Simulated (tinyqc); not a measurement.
Swing of the coupled dose with resist thickness: standing waves and exposure in a photoresist film.

Normal incidence from air. Unexposed resist: N1 = n1 + i k1 with k1 = (A + B) lam/(4 pi), lam in micrometres. r01 = (1 - N1)/(1 + N1), t01 = 2/(1 + N1). Substrate Ns = ns + i ks: r12 = (N1 - Ns)/(N1 + Ns). With p = exp(2 pi i N1 d/lam), the field at depth z is E(z) = t01 [exp(2 pi i N1 z/lam) + r12 p^2 exp(-2 pi i N1 z/lam)]/(1 + r01 r12 p^2), the relative intensity I(z) = n1 |E(z)|^2 and the reflectance R = |(r01 + r12 p^2)/(1 + r01 r12 p^2)|^2.

Values chosen for the exercise (a resist on polySi, indices near tabulated ones; not measured data):
- lam = 365 nm (vacuum wavelength)
- n1 = 1.67 (resist index)
- A = 0.79 1/micrometre (bleachable absorption (Dill A))
- B = 0.09 1/micrometre (fixed absorption (Dill B))
- d = 647 nm (resist thickness)
- ns = 4.83 (substrate n)
- ks = 2.653 (substrate k)

The mean of I is taken over 800 depths; the relative dose to clear is taken as 1/(mean of I over the lowest period, 60 depths), scaled to 1 in the first row.

Swing:

| d (nm) | R | mean I | relative dose |
|---|---|---|---|
| 647.0 | 0.2857 | 0.7353 | 1.000 |
| 665.2 | 0.2524 | 0.7533 | 0.964 |
| 683.4 | 0.1248 | 0.8689 | 0.839 |
| 719.9 | 0.0590 | 0.9203 | 0.826 |
| 738.1 | 0.1903 | 0.7823 | 0.981 |
| 756.3 | 0.2602 | 0.7023 | 1.086 |
| 774.5 | 0.2286 | 0.7191 | 1.051 |
| 792.7 | 0.1098 | 0.8187 | 0.927 |
| 810.9 | 0.0057 | 0.9069 | 0.852 |
| 829.1 | 0.0502 | 0.8598 | 0.917 |
| 847.3 | 0.1714 | 0.7415 | 1.073 |
| 865.6 | 0.2379 | 0.6715 | 1.180 |

Give the missing row, d (nm) = 701.6.

Computed row:
```
d (nm)       R  mean I  relative dose
701.6   0.0097  0.9755          0.762
```

The period is 109.3 nm, six rows. The relative dose swings between 0.762 and 1.180, a ratio (max - min)/mean of 0.436, against the estimate 4 sqrt(|r01|^2 |r12|^2) exp(-(A + B) d) = 0.332 for the oscillating part alone; the ratio from the table also holds the slow rise from absorption, 18.0 % over two periods, so the two are not strictly comparable. The dose is least sensitive to thickness at an extremum; the lowest dose listed is at 701.6 nm.

(tinyqc, `OMP_NUM_THREADS=1 python tinyqc.py 1681033 1681034 out.jsonl`, Intel(R) Xeon(R) Processor @ 2.30GHz, 1 thread, shared host, about 0.01 s.)
